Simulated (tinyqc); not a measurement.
Fermi-Dirac statistics of conduction electrons, step by step. Values are carried at full precision from step to step, so a last printed digit may differ when a step is redone from the rounded ones.

Constants: hbar^2/2m0 = 3.80998211 eV angstrom^2; kB = 8.617333262e-05 eV/K; e^2/(4 pi eps0) = 14.39964547 eV angstrom.

Inputs chosen for the exercise (near those of GaAs, lowest valleys alone; shifted at random, so the results belong to these values and not to a real crystal):
- m = 0.0651 m0 (density-of-states mass of the conduction band)
- T = 200 K
- n = 1.8e+18 1/cm^3 (electron density)
- eps = 12.7 (static dielectric constant)
- alpha = 0.59 1/eV (non-parabolicity)
- mh = 0.5 m0 (heavy-hole mass)
- Eg = 1.478 eV (gap)

## Reduced density

N = 2 (m kB T/(4 pi c))^(3/2) with c = hbar^2/2m0, in 1/angstrom^3; times 1e24 for 1/cm^3; u = n/Nc.

kT = 0.017235 eV
Nc = 2.2689e+17 1/cm^3
u = n/Nc = 7.93352

## Reduced Fermi level by five rules

F_j(eta) = (1/Gamma(j + 1)) integral_0^infinity x^j dx/(1 + exp(x - eta)), which tends to exp(eta) for eta << 0.

With u = n/Nc: Boltzmann eta = ln u; Joyce-Dixon eta = ln u + u/sqrt(8) - 4.95009e-3 u^2 + 1.48386e-4 u^3 - 4.42563e-6 u^4; Nilsson eta = ln u/(1 - u^2) + v/(1 + (0.24 + 1.08 v)^-2) with v = (3 sqrt(pi) u/4)^(2/3); fully degenerate limit eta = v; exact: F_1/2(eta) = u.

Find eta = (EF - Ec)/kT by each rule.

eta: Boltzmann 2.071, Joyce-Dixon 4.621, Nilsson 4.618, degenerate 4.809, exact 4.624

Against the exact value the errors are Boltzmann -2.553, Joyce-Dixon -0.003, Nilsson -0.006, degenerate limit +0.185 (in kT).

## Exact eta by Newton steps

Solve ln F_1/2(eta) = ln u from the Boltzmann value; dF_1/2/d eta = F_-1/2, so the step is -ln(F_1/2/u) F_1/2/F_-1/2. Stop below 1e-9.

Newton steps:

| step | eta | F_1/2 | F_-1/2 | step taken |
|---|---|---|---|---|
| 1 | 2.071097 | 2.92888 | 1.49389 | 1.95 |
| 2 | 4.024764 | 6.56579 | 2.19347 | 0.566 |
| 3 | 4.591174 | 7.85604 | 2.36022 | 0.0327 |
| 4 | 4.623840 | 7.93329 | 2.36945 | 9.65e-05 |
| 5 | 4.623937 | 7.93352 | 2.36947 | 8.37e-10 |

Converged in 5 steps.

## Mean energy, Einstein relation and screening

eta = 4.62394

Mean kinetic energy <E> = (3/2) kT F_3/2/F_1/2; D/mu = (kT/e) F_1/2/F_-1/2; dn/dEF = (Nc/kT) F_-1/2; screening length L = (4 pi (e^2/(4 pi eps0)) (dn/dEF)/eps)^(-1/2), with dn/dEF in 1/(angstrom^3 eV) (1/cm^3 = 1e-24/angstrom^3).

F_-1/2, F_1/2, F_3/2: 2.369  7.934  17.76

<E> = 57.88 meV
D/mu = 57.71 mV
dn/dEF = 3.119e+19 1/(cm^3 eV)
L = 47.43 angstrom

The gas is degenerate. D/mu is 3.348 times kT/e and <E> is 2.239 times (3/2) kT; the Debye formula, with n/kT in place of dn/dEF, would give L = 25.92 angstrom.

## Fermi level in the non-parabolic band

Non-parabolic band E (1 + alpha E) = c k^2/m: n = Nc (2/sqrt(pi)) integral_0^infinity sqrt(x (1 + a x)) (1 + 2 a x) dx/(1 + exp(x - eta)) with a = alpha kT and eta = (EF - Ec)/kT; a = 0 gives n = Nc F_1/2(eta).

Solve for eta at the same n.

a = 0.01017
eta = 4.362
EF - Ec = 75.18 meV

The extra states lower EF by 4.51 meV against the parabolic band.

## Burstein-Moss edge

Vertical transitions from the heavy-hole band reach half-empty states at the k where the conduction energy equals EF: k^2 = E (1 + alpha E) m/c with E = EF - Ec and c = hbar^2/2m0; edge = Eg + E + c k^2/mh. Gap narrowing by many-body effects is left out.

k = 0.03663 1/angstrom
hole energy = 0.0102 eV
edge = 1.5634 eV

The edge moves up by 85.4 meV, of which the valence band supplies 12 %.

## Checks

- Non-parabolic integral at a = 0 against F_1/2(2): both 2.823721.
- F_1/2(40) against the Sommerfeld form (4/(3 sqrt(pi))) eta^(3/2) (1 + pi^2/(8 eta^2)): both 190.45.

Computed by tinyqc, a small Python program: `OMP_NUM_THREADS=1 python tinyqc.py 1650171 1650172 out.jsonl` (the numbers bound the seed that draws the inputs); one thread of a shared host (Intel(R) Xeon(R) Processor @ 2.30GHz), about 0.01 s for the whole set of steps.
